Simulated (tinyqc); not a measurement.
Along the matched line: quaternary alloy A(x)B(1-x)C(y)D(1-y) matched to a substrate.

Q(x,y) = x y Q_AC + x (1 - y) Q_AD + (1 - x) y Q_BC + (1 - x)(1 - y) Q_BD for the lattice constant. Gap, rule 1: Q(x,y) - x (1 - x)[y C_ABC + (1 - y) C_ABD] - y (1 - y)[x C_ACD + (1 - x) C_BCD]. Rule 2 (mean of ternaries): {x (1 - x)[y T_ABC(x) + (1 - y) T_ABD(x)] + y (1 - y)[x T_ACD(y) + (1 - x) T_BCD(y)]}/{x (1 - x) + y (1 - y)}, T_ABC(x) = x E_AC + (1 - x) E_BC - C_ABC x (1 - x), T_ACD(y) = y E_AC + (1 - y) E_AD - C_ACD y (1 - y), and alike. Only the Gamma valley is followed.

Matching a(x,y) = a_s gives x = (a_s - y a_BC - (1 - y) a_BD)/(y (a_AC - a_BC) + (1 - y)(a_AD - a_BD)).
Constants: hc = 1239.841984 eV nm.

Inputs chosen for the exercise (AC, AD, BC, BD near GaAs, GaP, InAs and InP; substrate near InP; the results hold for these values, not for the real material): a = (5.659, 5.446, 6.059, 5.867) angstrom (lattice constants of AC, AD, BC, BD); Eg = (1.498, 2.843, 0.418, 1.428) eV (gaps at Gamma of AC, AD, BC, BD); Cb = (0.531, 0.558, 0.177, 0.1) eV (bowing of ABC, ABD, ACD, BCD); a_s = 5.867 angstrom (substrate).

x follows from y.

Results:
```
y,x,bilinear (eV),rule 1 (eV),rule 2 (eV),wavelength 1 (nm),wavelength 2 (nm)
0.03,0.0137,1.4170,1.4065,1.4126,882,878
0.15,0.0689,1.3706,1.3216,1.3497,938,919
0.27,0.1248,1.3206,1.2389,1.2853,1001,965
0.39,0.1814,1.2671,1.1587,1.2191,1070,1017
0.51,0.2387,1.2098,1.0814,1.1511,1147,1077
0.63,0.2966,1.1488,1.0073,1.0804,1231,1148
0.75,0.3553,1.0840,0.9370,1.0055,1323,1233
0.87,0.4148,1.0153,0.8706,0.9221,1424,1345
0.99,0.4750,0.9426,0.8088,0.8152,1533,1521
```

The matched alloys span 0.809 to 1.406 eV by rule 1, monotonically in y. Along the line dx/dy is +0.460 between the first two rows and +0.502 between the last two. In energy the two rules differ most at y = 0.63, by 73 meV (83 nm there), which measures how far the ternary data leave the interior open. Miscibility gaps are not considered.

Program tinyqc; command `OMP_NUM_THREADS=1 python tinyqc.py 1050562 1050563 out.jsonl`; about 0.01 s on one thread of a shared Intel(R) Xeon(R) Processor @ 2.30GHz.
